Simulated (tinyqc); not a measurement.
From results back to parameters: exciton in an atomically thin sheet (Rytova-Keldysh potential). Three cases, with inputs chosen for the exercise.

Problem. The spacing of the 1s and 2s lines was computed from a hidden kap.

Relative motion in the plane with V(k) = -2 pi q/(k (kap + r0 k)), q = e^2/(4 pi eps0), c = hbar^2/2m0. Normalised Gaussians exp(-a_i r^2): with A = a_i + a_j, S_ij = 2 sqrt(a_i a_j)/A, T_ij = (4c/mu)(a_i a_j/A) S_ij, V_ij = -q S_ij times the integral over k from 0 to infinity of exp(-k^2/4A)/(kap + r0 k).

Converged values use 20 Gaussians with exponents 2^i/b^2, i = -11 to 8, b the larger of a0 kap/(2 mu) and sqrt(a0 r0/mu), a0 = 0.5291772 angstrom; p states use r exp(i theta) exp(-a r^2).

Constants: hbar^2/2m0 = 3.80998211 eV angstrom^2; e^2/(4 pi eps0) = 14.39964547 eV angstrom.

Case 1.

Values chosen (out of a larger set: near those of a MoS2 monolayer; not measured data): r0 = 38.5 angstrom (screening length of the sheet).

mu = 0.25375 m0
2s - 1s = 225.26 meV

Case 2.

Values chosen (out of a larger set: near those of a MoSe2 monolayer; not measured data): r0 = 48.1 angstrom (screening length of the sheet).

mu = 0.28617 m0
2s - 1s = 137.09 meV

Case 3.

Values chosen (out of a larger set: near those of a MoSe2 monolayer; not measured data): r0 = 49.4 angstrom (screening length of the sheet).

mu = 0.27429 m0
2s - 1s = 96.46 meV

Find: kap; 1s binding.

Solution. The spacing falls steadily as kap grows, so bisection on kap finds one value; the binding follows from the same solution.

Case 1.

kap = 2.45
1s binding = 332 meV

Case 2.

kap = 4.50
1s binding = 185 meV

Case 3.

kap = 6.60
1s binding = 122 meV

Computed by tinyqc, one run a case: `OMP_NUM_THREADS=1 python tinyqc.py N N+1 out.jsonl` with N = 1251116, 1251172, 1251274; one thread of a shared Intel(R) Xeon(R) Processor @ 2.30GHz, about 0.03 s a run at most.
